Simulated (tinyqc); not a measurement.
Two-step dopant diffusion (predeposition and drive-in) with a constant diffusivity: one step, computed by the program tinyqc. Command: `OMP_NUM_THREADS=1 python tinyqc.py 3021155 3021156 out.jsonl dopdiff walk`. One thread of a shared host (Intel(R) Xeon(R) Processor @ 2.30GHz), about 0.05 s of CPU time with the checks.

Fick diffusion into a half space x > 0 whose background doping C_B is of the opposite type, so that a junction lies where C = C_B.

Question. Exact junction depth. Exact two-step profile: C = (2 C_s/pi) int_0^alpha exp(-beta (1 + u^2))/(1 + u^2) du with alpha = sqrt(D1 t1/(Dt)2), beta = x^2/(4 (D1 t1 + (Dt)2)). The integral takes 48 Gauss-Legendre points; solve C(x) = C_B.

Inputs (values chosen for the exercise, modelled on phosphorus in silicon):

| quantity | value | unit |
|---|---|---|
| surface concentration C_s | 5e+19 | 1/cm^3 |
| background doping C_B | 6.1e+15 | 1/cm^3 |
| predeposition temperature T1 | 975 | C |
| drive-in temperature T2 | 1000 | C |
| stand-by temperature | 700 | C |

product D1 t1 = 7.199656e-12 cm^2

drive-in budget (Dt)2 = 4.644710e-11 cm^2

Give: exact junction depth.

Answer.

exact junction depth = 0.3949 um
